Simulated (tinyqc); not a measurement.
What moves the results: conductance of a narrow metal strip with scatterers (square lattice, Green functions). A value that a table varies takes the place of the one given here.

A strip of W sites across with hard walls, site energy 0 and hopping -t. Mode n = 1 to W has profile chi_n(j) = sqrt(2/(W + 1)) sin(n j pi/(W + 1)) and energy en = -2t cos(n pi/(W + 1)); E = en - 2t cos(kn a). With z_n = exp(i kn a) (Im k > 0 for closed modes, |z| < 1) each lead gives the self-energy -t z_n in mode n. One column carries the site energies v, here a notch at the edge (a site raised out of reach). In the mode basis V_nm = sum_j chi_n(j) v_j chi_m(j), G = (E - en + 2 t z_n - V)^-1, and t_nm = 2t sqrt(sin(kn a) sin(km a)) G_nm in size for open modes. T = sum |t_nm|^2, conductance (2e^2/h) T.

Constants: e^2/h = 3.874045865e-05 S.

Parameters, chosen for this exercise (hopping and spacing of the size met in Cu or Al; the lattice is a model; the results hold for these values, not for the real material): t = 1.74 eV (hopping); W = 4 (sites across); v = (50, 0, 0, 0) eV (site energies in the scattering column); a = 2.9 angstrom (spacing); E = -1.06 eV (Fermi energy).

## Conductance steps with and without the scatterer

E is varied across the lower half of the band.

Against energy:
```
E/t    E (eV)  open modes       T  reflected
-3.30  -5.742           1  0.8963     0.1037
-2.95  -5.133           1  0.9658     0.0342
-2.65  -4.611           1  0.9956     0.0044
-2.30  -4.002           2  1.2669     0.7331
-1.95  -3.393           2  1.4897     0.5103
-1.65  -2.871           2  1.6984     0.3016
-1.30  -2.262           3  2.0121     0.9879
-0.95  -1.653           3  2.0462     0.9538
-0.65  -1.131           3  2.0993     0.9007
-0.30  -0.522           4  3.0023     0.9977
0.05    0.087           4  3.0032     0.9968
```

The clean strip goes from 1 to 4 open modes. The reflected flux ranges from 0.004 (E/t = -2.65) to 0.998 (E/t = -0.3). A scatterer on one site acts on one combination of modes only, so it can reflect at most one unit.

## The same scatterer in wider strips

Width (W + 1) a; the strength is the entry of v largest in size. The notch stays one site deep. Added resistance (1/T - 1/M)/(2 e^2/h), M the number of open modes.

Against width:
```
W   width (angstrom)   M        T     T/M  added resistance (ohm)
3               11.6   2   1.8192  0.9096                   641.3
4               14.5   3   2.1140  0.7047                  1803.0
5               17.4   4   3.0325  0.7581                  1029.4
6               20.3   5   4.0128  0.8026                   635.0
8               26.1   6   5.0972  0.8495                   381.0
10              31.9   8   7.0192  0.8774                   225.4
14              43.5  11  10.0232  0.9112                   114.3
20              60.9  15  14.0778  0.9385                    56.4
```

The added resistance is 641 ohm at W = 3 and 56.4 at W = 20; from W = 10 to 20 it changes by a factor 0.25, where 1/M gives 0.53 and 1/M^2 gives 0.28. A point scatterer removes at most one unit of M (here 0.18 to 0.99), so its resistance is at most 1/(M (M - 1)) in units of h/2e^2, without bound for M = 1, with jumps where modes open or where the site sits near a node of the open modes; the largest value is at W = 4 (1803 ohm).

## What each change does

Open modes M, T and the added resistance (1/T - 1/M)/(2 e^2/h). Each row changes one parameter from the base and keeps the others.

Results:
```
case                   M       T  added resistance (ohm)
base                   3  2.1140                    1803
t = 1.81 eV            3  2.1263                    1768
E = -0.92 eV           3  2.1607                    1671
v = (50, 50, 0, 0) eV  3  1.7584                    3038
```

The largest shifts from the base row, up to three for each result and ties (the steps differ in size, so this ranks the rows, not the parameters). M: unchanged at the printed digits by t, E and v. T: v -0.3556, E +0.0467, t +0.0122. added resistance (ohm): v +1235, E -132, t -35.

(tinyqc, `OMP_NUM_THREADS=1 python tinyqc.py 1481781 1481782 out.jsonl`, Intel(R) Xeon(R) Processor @ 2.30GHz, 1 thread, shared host, about 0.01 s.)
